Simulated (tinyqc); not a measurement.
Hubbard chain of 6 sites, step by step. Computed by tinyqc, a small Python program that keeps every step. Settings: hopping = 0.53, U = 6.1, mixing = 0.5, iteration cap = 62. Command: `OMP_NUM_THREADS=1 python tinyqc.py 25284 25285 out.jsonl` (the two numbers bound the seeds that draw the settings). One thread of a shared host (Intel(R) Xeon(R) Processor @ 2.60GHz), about 0.2 s of CPU time with the checks.

one-body matrix (hopping and site energies) (eV):
```
          1         2         3         4         5         6
1   0.57000  -0.53000   0.00000   0.00000   0.00000   0.00000
2  -0.53000   0.18000  -0.53000   0.00000   0.00000   0.00000
3   0.00000  -0.53000   0.95000  -0.53000   0.00000   0.00000
4   0.00000   0.00000  -0.53000   0.42000  -0.53000   0.00000
5   0.00000   0.00000   0.00000  -0.53000   0.35000  -0.53000
6   0.00000   0.00000   0.00000   0.00000  -0.53000  -0.32000
```

U = 6.10000 eV

electrons, up and down: 3  3

n(up) at the start (a guess, not normalised): 1 0.50000, 2 0.50000, 3 0.50000, 4 0.50000, 5 0.50000, 6 0.50000

n(down) at the start (a guess): 1 0.50000, 2 0.50000, 3 0.50000, 4 0.50000, 5 0.50000, 6 0.50000

Each step fills the lowest levels of T + U n(other spin) and sets n(new) = n + mixing (n(out) - n); stop when output and input agree to 1e-8.

Course of the cycle:
```
iteration      E (eV)  largest |n(out) - n(in)|  mean |n_up - n_down|
1           9.0336649                  3.75e-01               0.00000
2          12.2106514                  5.37e-01               0.00000
3          13.1027563                  5.50e-01               0.00000
4          14.7767815                  5.78e-01               0.00000
5          13.6749086                  5.73e-01               0.00000
6          14.7146725                  5.76e-01               0.00000
7          13.6529424                  5.75e-01               0.00000
8          14.7059665                  5.75e-01               0.00000
9          13.6504911                  5.75e-01               0.00000
10         14.7049630                  5.75e-01               0.00000
11         13.6502314                  5.75e-01               0.00000
...               ...                       ...                   ...
52         14.7047846                  5.75e-01               0.00000
53         13.6501872                  5.75e-01               0.00000
54         14.7047846                  5.75e-01               0.00000
55         13.6501872                  5.75e-01               0.00000
56         14.7047846                  5.75e-01               0.00000
57         13.6501872                  5.75e-01               0.00000
58         14.7047846                  5.75e-01               0.00000
59         13.6501872                  5.75e-01               0.00000
60         14.7047846                  5.75e-01               0.00000
61         13.6501872                  5.75e-01               0.00000
62         14.7047846                  5.75e-01               0.00000
```

Can the last value be used, and what does the course show?

Not by the stop rule. Not converged within 62 iterations: the residual has stopped falling: the iteration swings between two states. The lowest mean-field energy found from random starts is 1.77807 eV. Reruns (cap 100 unless said): mixing 0.2: converged in 34 to a higher stationary point (E = 7.48431); mixing 0.9: not converged; the original settings with a cap of 400: not converged.
